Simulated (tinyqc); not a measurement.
Reverse leakage of an n+-p junction: diffusion, generation, trap-assisted and band-to-band tunnelling: one step of the calculation.

One-sided abrupt junction in the depletion approximation, x from the junction (0) to W on the p side, field F = F0 (1 - x/W). Flat quasi-Fermi levels, long p side. Traps generate through SRH with both lifetimes shortened by 1 + Gamma (Hurkx enhancement, form for moderate fields); band-to-band generation is local and needs a total bending above Eg.

Task. Generation rates across the layer. u = (Vbi + VR)(1 - x/W)^2, p = Na exp(-u/Vt), n = Nd exp((u - Vbi - VR)/Vt); G0 = ni^2 (1 - exp(-VR/Vt))/(tau (n + p + 2 ni cosh(Et/Vt))); Gamma = 2 sqrt(3 pi)(F/FG) exp((F/FG)^2); trap-assisted part G0 Gamma; G_bb = Ab F^2.5 exp(-Bb/F) with F in V/cm, zero unless Vbi + VR > Eg. 12 equal steps.

Inputs (values chosen for the exercise); band and dielectric values close to those of silicon: temperature T = 300 K; band gap Eg = 1.13 eV; acceptor density of the lighter side Na = 2.9e16 cm^-3; donor density of the heavier side Nd = 1e20 cm^-3; SRH lifetime of both carriers at zero field tau = 2e-7 s; trap level above the intrinsic level Et = 0 eV; band-to-band prefactor Ab = 4.4e14 cm^-0.5 V^-2.5 s^-1; band-to-band field constant Bb = 1.89e7 V/cm; reverse bias VR = 2.3 V.

Constants: q = 1.602176634e-19 C, kB = 1.380649e-23 J/K, Vt = kB T/q. Results are converted to the units shown.

ni = 8.7360098e9 cm^-3
Vbi = 0.98693461 V
W = 384.47818 nm
F0 = 170.98159 kV/cm
FG = 368.84201 kV/cm

Find: x; F; Gamma; G0; G0 Gamma; G_bb.

Result.

| point | x (nm) | F (kV/cm) | Gamma | G0 (cm^-3 s^-1) | G0 Gamma (cm^-3 s^-1) | G_bb (1e-21 cm^-3 s^-1) |
|---|---|---|---|---|---|---|
| 0 | 0.0 | 171.0 | 3.529 | 3.816e6 | 1.346e7 | 5.244 |
| 1 | 32.0 | 156.7 | 3.125 | 2.258e15 | 7.058e15 | 0.000 |
| 2 | 64.1 | 142.5 | 2.754 | 2.184e16 | 6.014e16 | 0.000 |
| 3 | 96.1 | 128.2 | 2.409 | 2.184e16 | 5.261e16 | 0.000 |
| 4 | 128.2 | 114.0 | 2.088 | 2.184e16 | 4.559e16 | 0.000 |
| 5 | 160.2 | 99.7 | 1.786 | 2.184e16 | 3.901e16 | 0.000 |
| 6 | 192.2 | 85.5 | 1.502 | 2.184e16 | 3.280e16 | 0.000 |
| 7 | 224.3 | 71.2 | 1.231 | 2.183e16 | 2.687e16 | 0.000 |
| 8 | 256.3 | 57.0 | 0.9717 | 9.858e15 | 9.579e15 | 0.000 |
| 9 | 288.4 | 42.7 | 0.7212 | 3.712e13 | 2.677e13 | 0.000 |
| 10 | 320.4 | 28.5 | 0.4772 | 4.498e11 | 2.147e11 | 0.000 |
| 11 | 352.4 | 14.2 | 0.2375 | 3.182e10 | 7.558e9 | 0.000 |
| 12 | 384.5 | 0.0 | 0 | 1.316e10 | 0 | 0.000 |

Range of the model: The n+ side is degenerate, so Vbi from Boltzmann statistics is only a guide.

Computed by the program tinyqc: `OMP_NUM_THREADS=1 python tinyqc.py 2290030 2290031 out.jsonl`, one thread of a shared Intel Xeon 2.30GHz, about 0.01 s for the whole run.
